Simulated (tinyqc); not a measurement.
Microkinetic model of low-temperature epitaxy from hydride gases: adsorption, hydrogen desorption and rate control: one step, computed by the program tinyqc. Command: `OMP_NUM_THREADS=1 python tinyqc.py 3005035 3005036 out.jsonl hepi walk`. One thread of a shared host (Intel(R) Xeon(R) Processor @ 2.30GHz), about 0.01 s of CPU time with the checks.

Each hydride molecule needs two free sites and leaves four hydrogen atoms, of which two leave at once as H2; theta is the hydrogen coverage, the site density is 6.78 per nm^2 and one layer is 1.358 angstrom thick.

Problem. Coverage and growth rate. With k the hydride and k_H the hydrogen adsorption rate on free pairs and k_d the desorption rate, steady state: 2 (k + k_H)(1 - theta)^2 = k_d theta^2; growth rate R = k (1 - theta)^2 layers/s; 1 layer/s = 8.148 nm/min. With c = 2 (k + k_H)/k_d the free share is 1 - theta = 1/(1 + sqrt(c)).

Inputs (values chosen for the exercise, close to those used for silane and germane, with second-order desorption as on Si(111) but the site density of Si(001)): temperature T = 660 C.

Film: silicon-germanium. Order of hydrogen desorption: second.

k = 23.27203 1/s

k_H = 0 1/s

k_d = 1.288604 1/s

Give: c; hydrogen coverage theta; growth rate R in layers; growth rate G.

Solution.

c = 36.12

hydrogen coverage theta = 0.8573

growth rate R in layers = 0.4736 layers/s

growth rate G = 3.859 nm/min

Hydrogen covers most sites: its desorption limits growth.
